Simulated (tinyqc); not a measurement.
Inside a calculation. Method: tight binding, kagome lattice. One step of it, computed by the program tinyqc.

Problem. Levels at k. Diagonalise the Hermitian matrix.

H(k) at k (eV), lower triangle (Hermitian):
```
                     A                    B          C
A             0.000000
B  -2.748049-0.798382i             0.000000
C  -2.365800+1.205435i  -1.583558+1.487060i  -0.330000
```

Give: eigenvalues; weights |c|^2 of the basis functions.

Solution.

eigenvalues (eV): -5.2413  1.9584  2.9528

weights |c|^2 of the basis functions:
```
   band 1  band 2  band 3
A  0.3563  0.0331  0.6105
B  0.3168  0.3587  0.3244
C  0.3268  0.6081  0.0651
```
